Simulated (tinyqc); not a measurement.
# From oxide thickness x back to time t

Model: Deal-Grove kinetics of thermal oxidation of silicon. Computed by tinyqc, a small Python program. Command: `OMP_NUM_THREADS=1 python tinyqc.py 3013191 3013192 out.jsonl oxide inv`. One thread of a shared host (Intel(R) Xeon(R) Processor @ 2.30GHz), about 0.5 s of CPU time with the checks.

Oxidant diffuses through the oxide and reacts at the interface, so that dx/dt = B/(A + 2x) for the oxide thickness x.

Inputs (values chosen for the exercise, close to those used for silicon):
```
quantity                       value    unit
prefactor B0                     413  um^2/h
activation energy E_B          0.784      eV
prefactor (B/A)0            1.39e+08    um/h
activation energy E_A           2.05      eV
temperature T                    975       C
oxidant pressure p                 5     atm
pressure exponent m of B/A         1       -
initial oxide x_i               0.05      um
```

Ambient: steam. Surface: (111).

Constants: k_B = 8.617333262e-05 eV/K.

Method:
- B = B0 p exp(-E_B/(k_B T)), B/A = (B/A)0 p^m exp(-E_A/(k_B T)), p in atm; A = B/(B/A).
- Temperatures in kelvin are T(C) + 273.15.
- tau = (x_i^2 + A x_i)/B and x = (A/2) [sqrt(1 + 4 B (t + tau)/A^2) - 1], the root of x^2 + A x = B (t + tau).
- Silicon consumed is 0.44 times the oxide grown; the rate is B/(A + 2x).

Problem. A run gave the result below. Find the time t, known to lie between 0.13 and 0.33 h.

oxide thickness x = 0.3505605 um

Solution.

Each step takes the trial c = (a f_b - b f_a)/(f_b - f_a), f being the result less the target and a, b, c the logarithms of the listed values; c replaces end b, the old b replaces a if the sign of f changed, and otherwise f_a is halved.

Scan of the range:
```
time t (h)  oxide thickness x (um)
0.130                     0.299723
0.152                     0.330306
0.177                     0.363019
0.207                     0.399893
0.242                     0.440202
0.283                     0.484373
0.330                     0.531700
```

False position (Illinois rule, in the logarithm of the input) inside the bracket:
```
step     end a     end b     trial  oxide thickness x (um)
1     0.152000  0.177000  0.167028                0.350207
2     0.177000  0.167028  0.167295                0.350555
3     0.177000  0.167295  0.167304                0.350566
4     0.167295  0.167304  0.167300                0.350560
```

Oxide thickness x rises at every point of a 13-point scan of the range (every second point is shown), so one value fits; it is bracketed by 0.152 and 0.177. Answer: time t = 0.1673 h.
